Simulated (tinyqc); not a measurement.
Lifetime against injection: carrier lifetime from Shockley-Read-Hall, radiative, Auger and surface recombination. Computed by tinyqc, a small Python program. Command: `OMP_NUM_THREADS=1 python tinyqc.py 3027540 3027541 out.jsonl lifetime walk`. One thread of a shared host (Intel(R) Xeon(R) Processor @ 2.30GHz), about 0.03 s of CPU time with the checks.

Energies are counted from the top of the valence band. Boltzmann statistics, full ionisation, and equal excess densities of electrons and holes.

Inputs (values chosen for the exercise, with bands modelled on germanium):
```
quantity,value,unit
gap E_g,0.66,eV
electron mass m_e,0.22,m_0
valleys M_c,4,-
hole mass m_h,0.343,m_0
temperature T,400,K
doping N,6e+14,cm^-3
trap level E_t,0.375,eV
trap density N_t,2.2e+11,cm^-3
electron cross-section sigma_n,1.4e-17,cm^2
hole cross-section sigma_p,3.3e-17,cm^2
radiative coefficient B,4.3e-15,cm^3/s
Auger coefficient C_n,4.5e-30,cm^6/s
Auger coefficient C_p,4.2e-31,cm^6/s
diffusion coefficient D,4.9,cm^2/s
surface velocity S,240,cm/s
thickness W,12,micrometre
```

Doping: p-type. Surface term: two equal surfaces.

Constants: m_0 = 9.1093837015e-31 kg; k_B = 1.380649e-23 J/K; h = 6.62607015e-34 J s; k_B = 8.617333262e-05 eV/K.

Method:
- N_c = 2 M_c (2 pi m_e k_B T/h^2)^(3/2) and N_v = 2 (2 pi m_h k_B T/h^2)^(3/2), masses in units of m_0.
- n_i = sqrt(N_c N_v) exp(-E_g/2 k_B T); majority density N/2 + sqrt(N^2/4 + n_i^2), minority density n_i^2 over it.
- v = sqrt(3 k_B T/m) with m_e or m_h; tau_n0 = 1/(sigma_n v_n N_t), tau_p0 = 1/(sigma_p v_p N_t); n1 = N_c exp(-(E_g - E_t)/k_B T), p1 = N_v exp(-E_t/k_B T).
- The slowest diffusion mode has x tan x = S W/(2 D) with 0 < x < pi/2 (bisection), and tau_s = W^2/(4 x^2 D). The common approximation is W/(2 S) + W^2/(pi^2 D).
- With n = n_0 + dn, p = p_0 + dn and U/dn = 1/tau: (n p - n_i^2)/dn = n_0 + p_0 + dn = s; 1/tau_SRH = s/[tau_p0 (n + n1) + tau_n0 (p + p1)]; 1/tau_rad = B s; 1/tau_Aug = (C_n n + C_p p) s; the rates add, with 1/tau_s.
- Rows stop below half the smaller effective density of states.

N_c = 1.59468e+19 cm^-3

N_v = 7.76106e+18 cm^-3

n_0 = 5.29674e+14 cm^-3

p_0 = 1.12967e+15 cm^-3

tau_p0 = 0.00598167 s

n1 = 4.09103e+15 cm^-3

tau_n0 = 0.0112921 s

p1 = 1.46261e+14 cm^-3

tau_s = 2.52454e-06 s

Lifetimes (s):
```
dn (cm^-3),SRH,radiative,Auger,effective,radiative efficiency,fastest channel
1.00e+10,0.025340,1.4015e-01,2.1086e-01,2.5242e-06,1.8011e-05,surface
1.00e+11,0.025339,1.4014e-01,2.1081e-01,2.5242e-06,1.8012e-05,surface
1.00e+12,0.025335,1.4007e-01,2.1037e-01,2.5242e-06,1.8022e-05,surface
1.00e+13,0.025291,1.3931e-01,2.0605e-01,2.5242e-06,1.8119e-05,surface
1.00e+14,0.024881,1.3218e-01,1.6967e-01,2.5242e-06,1.9096e-05,surface
1.00e+15,0.022307,8.7449e-02,4.8346e-02,2.5240e-06,2.8863e-05,surface
1.00e+16,0.018422,1.9946e-02,1.6475e-03,2.5200e-06,1.2634e-04,surface
1.00e+17,0.017405,2.2876e-03,1.9878e-05,2.2376e-06,9.7812e-04,surface
1.00e+18,0.017287,2.3217e-04,2.0280e-07,1.8756e-07,8.0786e-04,Auger
```

tau_SRH goes from 0.0253 s at low injection (2.24 times the minority capture time) to 0.0173 s in the last row; at high injection it tends to tau_n0 + tau_p0 = 0.0173 s. Ruling channel by row: surface from 1e10, Auger from 1e18 cm^-3. The radiative efficiency peaks at 9.78e-4 near 1e17 cm^-3, below which non-radiative terms of first order take a larger share and above which Auger recombination does.

Extremes, crossings and ranges named in words are read from the listed rows.
